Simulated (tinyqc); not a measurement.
Range and order of the fit: effective mass of the light-hole band from tabulated energies.

c = hbar^2/2m0. A uniform scatter of up to 0.3 meV has been added to mimic numerical noise.
Constants: hbar^2/2m0 = 3.80998211 eV angstrom^2.

Energies along [100], from the band edge downward:
```
k (1/angstrom)   E (meV)
0.000000         0.00000
0.002300         1.46540
0.004600         5.45660
0.006900        11.16450
0.009200        19.42700
0.011500        29.17240
0.013800        39.75600
0.016100        51.38280
0.018400        63.86840
```

reference mass (curvature of the model at k = 0.0001 1/angstrom) = 0.015165 m0

Least-squares fits of E = a k^2 (+ b k^4 + d k^6) over points 1 to n, and the line y = c k^2/E against E; errors of m against the reference.

Results:
```
n  E at point n (meV)  one term (%)  two terms (%)  three terms (%)  line (%)  rms residual, one term (meV)
3                11.2          5.23          -9.43           -11.62    -11.81                         0.286
4                19.4          8.25          -0.38           -12.69     -8.68                         0.322
5                29.2         11.79           1.47            -3.01     -6.85                         0.500
6                39.8         16.50           1.64             0.49     -6.01                         0.934
7                51.4         21.54           3.03             0.14     -5.40                         1.471
8                63.9         26.71           5.07             0.17     -4.88                         2.093
```

The error of the parabola goes from +5.23 to +26.71 % as the range widens, and at n = 8 its residual, 2.09 meV, is only 3.3 % of the top energy: a small residual does not vouch for the mass. Over the full range (n = 8) the best form is three terms (0.17 %); the line errs by -11.81 % at n = 3 and -4.88 % at n = 8. Many terms on few points amplify the scatter: three terms err by -11.6 % at n = 3 but by +0.2 % at n = 8.

(tinyqc, `OMP_NUM_THREADS=1 python tinyqc.py 1850039 1850040 out.jsonl`, Intel(R) Xeon(R) Processor @ 2.30GHz, 1 thread, shared host, about 0.01 s.)
